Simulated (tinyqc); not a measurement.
Inside a calculation. Model: leakage currents through a thin dielectric. Computed by tinyqc, a small Python program that keeps every step. Command: `OMP_NUM_THREADS=1 python tinyqc.py 3018013 3018014 out.jsonl leak walk`. One thread of a shared host (Intel(R) Xeon(R) Processor @ 2.30GHz), about 0.01 s of CPU time with the checks. Intermediate numbers are printed to about 5 digits and carried at full precision; extremes and crossings named in words are read from the listed rows.

Electrons leave an electrode with Fermi energy E_F above its band bottom; barriers are counted from the Fermi level, and both electrodes are alike.

Inputs (values chosen for the exercise, modelled on HfO2):
```
quantity,value,unit
barrier height phi_B,1.59,eV
tunnelling mass m,0.2,m_0
static permittivity k,21.3,-
optical permittivity k_o,3.96,-
trap depth phi_t,0.9,eV
Poole-Frenkel prefactor sigma_0,0.0077,S/cm
thickness t,2.4,nm
electrode Fermi energy E_F,5.1,eV
electrode mass m_e,1,m_0
voltage V,0.93,V
temperature T,200,K
```

Stack: single layer.

Constants: m_0 = 9.1093837015e-31 kg; e = 1.602176634e-19 C; hbar = 1.054571817e-34 J s; k_B = 8.617333262e-05 eV/K; k_B = 1.380649e-23 J/K; eps_0 = 8.8541878128e-12 F/m; h = 6.62607015e-34 J s.

## Fields

Field F = V/t; equivalent oxide thickness 3.9 t/k.

field F = 3.875 MV/cm

equivalent oxide thickness = 0.43944 nm

## Transmission at the Fermi level

WKB: a layer of mass m, field F and barrier b(x) = b_0 - e F x gives the exponent (4 sqrt(2 m)/(3 hbar e F)) [b_0^(3/2) - max(b_0 - e F t, 0)^(3/2)] for b_0 > 0; b_0 = barrier - (E - E_F); the transmission is D(E) = exp(-sum of exponents), without image force.

exponent of the dielectric = 11.579

transmission D(E_F) = 9.3629e-06

At E_F the barrier of the dielectric is trapezoidal (direct tunnelling).

## Tunnel current

Tsu-Esaki: J = (e m_e k_B T/(2 pi^2 hbar^3)) int D(E) ln[(1 + exp((E_F - E)/k_B T))/(1 + exp((E_F - eV - E)/k_B T))] dE over the normal energy E (its change with the mass at an interface is neglected) from max(0, E_F - 3 eV) to E_F + largest barrier, by 100 Gauss-Legendre points in each part, split at E_F - 0.3 eV (if inside the range) and E_F + 8 k_B T. The mean energy weights E - E_F by the integrand.

tunnel current density = 6861.6 A/cm^2

mean energy of the current above E_F = -0.45140 eV

The current flows close to or below E_F.

## Thermal currents

Schottky emission J = A T^2 exp(-(phi_B - sqrt(e^3 F/(4 pi k_o eps_0)))/k_B T), A = 4 pi e m k_B^2/h^3 with the tunnelling mass; Poole-Frenkel J = sigma_0 F exp(-(phi_t - sqrt(e^3 F/(pi k_o eps_0)))/k_B T); both use the field F of the dielectric.

Schottky lowering = 0.37537 eV

Poole-Frenkel lowering = 0.75075 eV

Schottky current density = 2.3750e-25 A/cm^2

Poole-Frenkel current density = 5.1734 A/cm^2

The Poole-Frenkel lowering is twice the Schottky one, because the charge of a trap is fixed while an image charge moves with the electron.

## Which mechanism rules?

The formulas are those given above.

Current densities (A/cm^2):
```
V (V),F (MV/cm),tunnelling,Schottky,Poole-Frenkel
0.19,0.7917,745,1.5563e-30,4.5385e-11
0.33,1.3750,1369,3.5582e-29,4.1204e-08
0.47,1.9583,2128,4.3758e-28,8.8748e-06
0.65,2.7083,3435,6.6766e-27,2.8574e-03
0.79,3.2917,4864,4.3120e-26,1.4486e-01
0.93,3.8750,6862,2.3750e-25,5.1734e+00
1.10,4.5833,10503,1.5993e-24,2.7748e+02
```

The largest current is tunnelling from 0.190 to 1.10 V. Over the table tunnelling grows by 1.1 decades, Schottky by 6.0 and Poole-Frenkel by 12.8. A plot of ln(J/F) against sqrt(F) for the Poole-Frenkel column has the slope 22.13 per sqrt(MV/cm), from which k_o follows; reading it as Schottky emission would give about k_o/4.

Checks made by the program: energy integral against adaptive quadrature (relative difference 3e-08).
